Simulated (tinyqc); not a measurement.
Raman shift of the zone-centre optical phonon of a diamond-structure crystal under stress. From shift of the observed line back to stress sigma (tension positive). Computed by tinyqc, a small Python program. Command: `OMP_NUM_THREADS=1 python tinyqc.py 3010717 3010718 out.jsonl ramanstress inv`. One thread of a shared host (Intel(R) Xeon(R) Processor @ 2.30GHz), about 0.02 s of CPU time with the checks.

Axes x, y, z are the cube axes. Strain shifts the threefold optical mode and can split it; p, q and r are the phonon deformation potentials.

Inputs (values chosen for the exercise, modelled on diamond):
```
quantity                      value    unit
unstrained frequency omega_0   1331    1/cm
p/omega_0^2                   -2.89       -
q/omega_0^2                   -1.83       -
r/omega_0^2                   -1.97       -
C11                            1069     GPa
C12                           125.8     GPa
C44                           572.8     GPa
polarisation angle phi           10  degree
```

Stress state: biaxial. Axis: [110].

Method:
- S11 = (C11 + C12)/D, S12 = -C12/D, D = (C11 - C12)(C11 + 2 C12), S44 = 1/C44.
- Equal biaxial stress in the plane normal to the axis (unit vector n): sigma_ij = sigma (delta_ij - n_i n_j).
- eps_xx = S11 sigma_xx + S12 (sigma_yy + sigma_zz), and cyclic; eps_xy = S44 sigma_xy/2 (tensor strain).
- Secular matrix: M_xx = p eps_xx + q (eps_yy + eps_zz), M_xy = 2 r eps_xy; its eigenvalues are omega^2 - omega_0^2, and the shifts are these over 2 omega_0.
- Backscattering from a (001) surface: incident polarisation (cos phi, sin phi, 0). With Raman tensors (R_z)_xy = (R_z)_yx = 1 and cyclic, only the z component u_z of a mode counts: I = u_z^2 sin^2(2 phi) for parallel and u_z^2 cos^2(2 phi) for crossed polarisers. An unresolved line sits at the intensity-weighted shift, which is M_zz/(2 omega_0).

Task: A run gave the result below. Find the stress sigma (tension positive), known to lie between 0.71 and 1.7 GPa.

shift of the observed line = -2.513527 1/cm

Result:

Each step takes the trial c = (a f_b - b f_a)/(f_b - f_a), f being the result less the target and a, b, c the logarithms of the listed values; c replaces end b, the old b replaces a if the sign of f changed, and otherwise f_a is halved.

Scan of the range:
```
stress sigma (tension positive) (GPa)  shift of the observed line (1/cm)
0.710                                                           -1.73938
0.821                                                           -2.01131
0.950                                                           -2.32734
1.100                                                           -2.69481
1.270                                                           -3.11129
1.470                                                           -3.60125
1.700                                                           -4.16471
```

False position (Illinois rule, in the logarithm of the input) inside the bracket:
```
step    end a    end b    trial  shift of the observed line (1/cm)
1     0.95000  1.10000  1.02325                           -2.50679
2     1.10000  1.02325  1.02591                           -2.51329
3     1.10000  1.02591  1.02609                           -2.51374
4     1.02591  1.02609  1.02600                           -2.51353
5     1.02609  1.02600  1.02600                           -2.51353
```

Shift of the observed line falls at every point of a 13-point scan of the range (every second point is shown), so one value fits; it is bracketed by 0.950 and 1.10. The scan shows a pure power law with exponent 1.0000, so scaling from any one row also gives the answer directly. Answer: stress sigma (tension positive) = 1.026 GPa.

Caution: this stress has components normal to the (001) face, so it cannot reach a free (001) surface; it can act on buried material.
